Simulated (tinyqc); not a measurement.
# Read current of a NAND string, cells in series solved by shooting: two studies

Cells in series, numbered from 0 at the source line (0 V) to the bit line, each followed by a gap resistance Rg. A cell with gate Vg, threshold VT, source Vs and drain Vd passes I = 2 nf K Vt^2 [F(Vs) - F(Vd)]/(1 + th max(Vg - VT, 0)), F(V) = ln^2(1 + exp((Vg - VT - nf V)/(2 nf Vt))). The selected cell has Vg = Vr, the others Vg = Vp.

Parameters, values chosen for the exercise; values of the order met in vertical NAND strings: temperature T = 300 K; gain factor of a cell K = 10 uA/V^2; slope factor nf = 2.5; mobility reduction factor th = 0.15 1/V; resistance of the gap between cells Rg = 16 kohm; bit-line voltage Vbl = 0.4 V; pass voltage Vp = 6 V; threshold of an erased cell Ve = -2.1 V; threshold of the highest state Vh = 4 V; threshold of the selected cell Vx = 1.3 V; sensing current Is = 10 nA; read voltage on the selected word line Vr = 2.95 V.

Constants: q = 1.602176634e-19 C, kB = 1.380649e-23 J/K, Vt = kB T/q. Results are converted to the units shown.

Each table varies one quantity; the others keep the values above.

## Read current against the number of cells

For a trial current I start at 0 V and, cell by cell, solve for the drain: sqrt(F(Vd)) = sqrt(F(Vs) - I/k), k = 2 nf K Vt^2/(1 + th max(Vg - VT, 0)), Vd = [Vg - VT - 2 nf Vt ln(exp(sqrt F) - 1)]/nf, then add I Rg. The string current is the I for which the last node reaches Vbl. The apparent threshold is the Vr at which I = Is. Background: all other cells erased (VT = Ve) or all in the highest state (VT = Vh); ratio and shift are high over erased and high minus erased. The selected cell is in the middle, cell n/2.

Result of one run:
columns A: n; B: I, others erased (uA); C: I, others high (uA); D: ratio; E: apparent VT, erased (V); F: apparent VT, high (V); G: background shift (mV)
```
A          B        C       D      E      F      G
192  0.04572  0.02018  0.4413  1.364  1.464  99.60
```

What becomes of these results when the number of cells n is changed from 192 to 16, all else the same?

Result of the changed run:
columns A: n; B: I, others erased (uA); C: I, others high (uA); D: ratio; E: apparent VT, erased (V); F: apparent VT, high (V); G: background shift (mV)
```
A        B       C       D      E      F      G
16  0.4988  0.2399  0.4810  1.268  1.275  7.580
```

The whole series:
columns A: n; B: I, others erased (uA); C: I, others high (uA); D: ratio; E: apparent VT, erased (V); F: apparent VT, high (V); G: background shift (mV)
```
A          B        C       D      E      F      G
8     0.9051   0.4749  0.5247  1.263  1.267  3.777
16    0.4988   0.2399  0.4810  1.268  1.275  7.580
32    0.2625   0.1206  0.4593  1.276  1.292  15.26
64    0.1348  0.06043  0.4485  1.294  1.325  31.25
96   0.09063  0.04032  0.4449  1.311  1.359  47.66
128  0.06828  0.03025  0.4431  1.329  1.393  64.45
192  0.04572  0.02018  0.4413  1.364  1.464  99.60
```

With erased neighbours the current falls from 0.905 to 0.0457 uA, as n^(-0.86) between the first two rows and n^(-0.99) between the last two (-1 once the series resistance rules). The ratio falls from 0.525 to 0.441 and the background shift rises from 3.78 to 99.6 mV.

## Effect of the read voltage on the selected word line

Same model as above.

The string has 128 cells and the selected one is cell 64.

The same in every row: apparent VT, erased (V) = 1.329; apparent VT, high (V) = 1.393; background shift (mV) = 64.45.

Effect of the read voltage on the selected word line:
```
Vr (V)  I, others erased (uA)  I, others high (uA)   ratio
1                    2.847e-4             2.779e-4  0.9762
1.4                   0.01502              0.01030  0.6856
1.8                   0.05207              0.02756  0.5292
2.2                   0.06626              0.02991  0.4514
2.6                   0.06781              0.03017  0.4449
3                     0.06832              0.03026  0.4429
3.4                   0.06858              0.03031  0.4419
3.8                   0.06874              0.03034  0.4414
```

As Vr goes from 1 to 3.8 V, the current with erased neighbours rises from 2.85e-4 to 0.0687 uA, that with high neighbours rises from 2.78e-4 to 0.0303 uA and the ratio falls from 0.976 to 0.441. The apparent thresholds do not depend on Vr.

tinyqc, about 1 s, one thread, Intel Xeon 2.30GHz (shared host): `OMP_NUM_THREADS=1 python tinyqc.py 2142249 2142250 out.jsonl`
